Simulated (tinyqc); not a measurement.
Full spectrum, Debye and Einstein heat capacities: Born-von Karman spring model of a cubic crystal with one atom per cell. Computed by tinyqc, a small Python program. Command: `OMP_NUM_THREADS=1 python tinyqc.py 3027222 3027223 out.jsonl springs walk`. One thread of a shared host (Intel(R) Xeon(R) Processor @ 2.30GHz), about 0.1 s of CPU time with the checks.

First neighbours lie at a/2 (1,1,0) (12 of them), second at a (1,0,0) (6), with all permutations and signs; the volume per atom is Omega = a^3/4. Two shells of springs match a real metal only roughly, above all at the zone boundary.

Inputs (values chosen for the exercise, modelled on silver): lattice constant a = 4.09 angstrom; atomic mass M = 107.87 u; radial spring k1L = 1.46 eV/angstrom^2; transverse spring k1T = -0.1 eV/angstrom^2; radial spring k2L = 0.0095 eV/angstrom^2; transverse spring k2T = -0.01 eV/angstrom^2.

Lattice: fcc.

Constants: 1 eV/angstrom^3 = 160.2176634 GPa; u = 1.6605390666e-27 kg; hbar = 1.054571817e-34 J s; k_B = 1.380649e-23 J/K; nu for 1 eV/(angstrom^2 u) = 15.6333042 THz; h x 1 THz = 4.135667696 meV; k_B = 8.617333262e-05 eV/K.

Method:
- [ij,kl] = (1/(2 Omega)) sum_R K_ij R_k R_l; C11 = [xx,xx], C44 = [xx,yy], C12 = 2 [xy,xy] - C44; B = (C11 + 2 C12)/3; Zener ratio A = 2 C44/(C11 - C12). K(R) = kL n n^T + kT (1 - n n^T).
- rho = M/Omega and v = sqrt(C/rho), with C = C11, C44, C44 along [100]; (C11 + C12 + 2 C44)/2, C44, (C11 - C12)/2 along [110]; (C11 + 2 C12 + 4 C44)/3 and twice (C11 - C12 + C44)/3 along [111].
- Christoffel matrix G_xx = C11 n_x^2 + C44 (1 - n_x^2), G_xy = (C12 + C44) n_x n_y, with eigenvalues rho v^2; v_m^-3 is the mean of v^-3 over three branches and all directions (12 Gauss-Legendre points in cos(theta) times 24 angles phi = (j + 1/2) pi/12); q_D = (6 pi^2/Omega)^(1/3); Theta = hbar v_m q_D/k_B.
- A neighbour at R with unit vector n couples by the matrix K(R) = kL n n^T + kT (1 - n n^T), and D(q) = (1/M) sum_R K(R) [1 - cos(q.R)].
- An eigenvalue lambda of D in eV/(angstrom^2 u) gives nu = 15.6333042 THz x sqrt(lambda).
- Mesh: q = sum_i (m_i + 1/2)/n b_i, m_i = 0..n-1, with b = [[-1, 1, 1], [1, -1, 1], [1, 1, -1]] in 2 pi/a; sums are averages over the n^3 points (here n = 14), per atom.
- With x = h nu/(k_B T) and n = 1/(exp(x) - 1) for each mode: F = k_B T [x/2 + ln(1 - exp(-x))], U = k_B T x (n + 1/2), S/k_B = x n - ln(1 - exp(-x)), C/k_B = x^2 n (n + 1).
- Debye: C = 9 k_B (T/Theta)^3 int_0^(Theta/T) x^4 e^x/(e^x - 1)^2 dx with the elastic Theta. Einstein: three modes at the root-mean-square frequency. The last column is the Theta that makes the Debye formula give the full C at that T.

elastic Debye temperature = 210.649 K

root-mean-square frequency = 3.3722 THz

Heat capacity (k_B/atom):
```
T (K)  full spectrum   Debye  Einstein  Theta from C (K)
25            0.4409  0.3627    0.1947            195.16
38            1.0195  0.9265    0.7915            199.54
53            1.5857  1.5206    1.4540            203.07
74            2.0992  2.0650    2.0438            205.58
110           2.5281  2.5146    2.5127            207.31
160           2.7607  2.7553    2.7568            208.15
210           2.8572  2.8543    2.8558            208.47
320           2.9371  2.9360    2.9369            208.73
```

What does the comparison show, and why?

The apparent Theta runs from 195 to 209 K against the elastic 211 K; at high T it tends to sqrt(5/3) h nu_rms/k_B = 209 K. At the lowest T the Debye value is 0.82 and the Einstein value 0.44 times the full one; dispersion bends the branches below the sound lines, so the real spectrum has more low modes than Debye assumes. At the highest T Debye misses by 0.039 % and Einstein by 0.0092 %.

Extremes, crossings and ranges named in words are read from the listed rows.
